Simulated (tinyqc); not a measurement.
Six-band Luttinger-Kohn model with strain: one step. The terms P, Q, R, S at one k. Three cases, with inputs chosen for the exercise.

Task: Form the four terms.

P = c g1 k^2 - av tr(e); Q = c g2 (kx^2 + ky^2 - 2 kz^2) - (b/2)(exx + eyy - 2 ezz); R = c sqrt3 [-g2 (kx^2 - ky^2) + 2i g3 kx ky] + (sqrt3/2) b (exx - eyy) - i d exy; S = 2 c sqrt3 g3 (kx - i ky) kz - d (exz - i eyz); c = hbar^2/2m0, e the strain tensor (not engineering shear).

Constants: hbar^2/2m0 = 3.80998211 eV angstrom^2.

Case 1.

Values chosen (near those of AlAs; shifted at random, so the results belong to these values and not to a real crystal): Dso = 0.277 eV (spin-orbit splitting); g1 = 3.78 (Luttinger gamma1); g2 = 0.82 (gamma2); g3 = 1.43 (gamma3); av = 2.46 eV (valence hydrostatic potential); b = -2.34 eV (tetragonal shear potential); d = -3.44 eV (trigonal shear potential); k = (-0.049, 0.038, 0.017) 1/angstrom (wave vector).

strain tensor:
```
             x            y           z
x  -0.00073410  -0.00094518  0.00000000
y  -0.00094518  -0.00073410  0.00000000
z   0.00000000   0.00000000  0.00062645
```

Case 2.

Values chosen (near those of InSb; shifted at random, so the results belong to these values and not to a real crystal): Dso = 0.808 eV (spin-orbit splitting); g1 = 34.88 (Luttinger gamma1); g2 = 15.51 (gamma2); g3 = 16.52 (gamma3); av = 0.36 eV (valence hydrostatic potential); b = -2.02 eV (tetragonal shear potential); d = -4.73 eV (trigonal shear potential); k = (-0.003, 0.007, 0.009) 1/angstrom (wave vector).

strain tensor:
```
             x            y            z
x  -0.00416667  -0.00961538  -0.00961538
y  -0.00961538  -0.00416667  -0.00961538
z  -0.00961538  -0.00961538  -0.00416667
```

Case 3.

Values chosen (near those of GaSb; shifted at random, so the results belong to these values and not to a real crystal): Dso = 0.766 eV (spin-orbit splitting); g1 = 13.39 (Luttinger gamma1); g2 = 4.7 (gamma2); g3 = 5.99 (gamma3); av = 0.8 eV (valence hydrostatic potential); b = -2 eV (tetragonal shear potential); d = -4.69 eV (trigonal shear potential); k = (0.026, 0.043, 0.026) 1/angstrom (wave vector).

strain tensor:
```
             x            y           z
x  -0.01220701   0.00000000  0.00000000
y   0.00000000  -0.01220701  0.00000000
z   0.00000000   0.00000000  0.03864045
```

Give: Terms (eV).

Result:

Case 1.

Terms (eV):

| term | from k | from strain |
|---|---|---|
| P | 0.05954 | 0.00207 |
| Q | 0.01021 | -0.00318 |
| R | -0.00518-0.03514i | -0.00325i |
| S | -0.01572-0.01219i | 0.00000 |

Case 2.

Terms (eV):

| term | from k | from strain |
|---|---|---|
| P | 0.01847 | 0.00450 |
| Q | -0.00615 | 0.00000 |
| R | 0.00409-0.00458i | -0.04548i |
| S | -0.00589-0.01374i | -0.04548+0.04548i |

Case 3.

Terms (eV):

| term | from k | from strain |
|---|---|---|
| P | 0.16330 | -0.01138 |
| Q | 0.02100 | -0.10169 |
| R | 0.03638+0.08839i | 0.00000 |
| S | 0.05344-0.08839i | 0.00000 |

Computed by tinyqc, one run a case: `OMP_NUM_THREADS=1 python tinyqc.py N N+1 out.jsonl` with N = 1050048, 1050641, 1050830; one thread of a shared Intel(R) Xeon(R) Processor @ 2.30GHz, about 0.06 s a run at most.
